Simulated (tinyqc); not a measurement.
From results back to parameters: two-level Kane dispersion of a narrow-gap semiconductor. Three cases, with inputs chosen for the exercise.

Problem. In the two-level Kane model E = Eg/2 + sqrt(Eg^2/4 + (2/3) Ep c k^2), c = hbar^2/2m0, and the momentum mass is m(k) = (3/(2 Ep)) sqrt(Eg^2 + (8/3) Ep c k^2). It is given at the Fermi wave vectors kF = (3 pi^2 n)^(1/3) of two densities (1 cm^-3 = 1e-24 angstrom^-3).

Constants: hbar^2/2m0 = 3.80998211 eV angstrom^2.

Case 1.

Values chosen (out of a larger set: near those of InAs; not measured data): n12 = (1.1e+16, 3.9e+17) cm^-3 (two densities).

masses at the two densities (m0): 0.02852890  0.03581587

Case 2.

Values chosen (out of a larger set: a narrow-gap II-VI alloy; not measured data): n12 = (9.8e+15, 1.5e+18) cm^-3 (two densities).

masses at the two densities (m0): 0.01873257  0.04172798

Case 3.

Values chosen (out of a larger set: near those of InSb; not measured data): n12 = (1.9e+15, 1.1e+18) cm^-3 (two densities).

masses at the two densities (m0): 0.01571945  0.03505827

Find: kF^2; Ep; edge mass; |Eg|.

Solution. m^2 = m0*^2 + (6 c/Ep) kF^2 is a straight line in kF^2: the slope gives Ep, the intercept the edge mass, and |Eg| = (2/3) Ep m0*. The sign of Eg does not enter. The two-level form takes Dso as infinite, which overstates the mass where Dso is not large against Eg.

Case 1.

kF^2 (1/angstrom^2): 4.7338e-05  0.00051089

Ep = 22.6 eV
edge mass = 0.02768 m0
|Eg| = 0.417 eV

Case 2.

kF^2 (1/angstrom^2): 4.3829e-05  0.0012541

Ep = 19.9 eV
edge mass = 0.01734 m0
|Eg| = 0.230 eV

Case 3.

kF^2 (1/angstrom^2): 1.4682e-05  0.0010199

Ep = 23.4 eV
edge mass = 0.01526 m0
|Eg| = 0.238 eV

Computed by tinyqc, one run a case: `OMP_NUM_THREADS=1 python tinyqc.py N N+1 out.jsonl` with N = 1080667, 1080712, 1080718; one thread of a shared Intel(R) Xeon(R) Processor @ 2.30GHz, about 0.01 s a run at most.
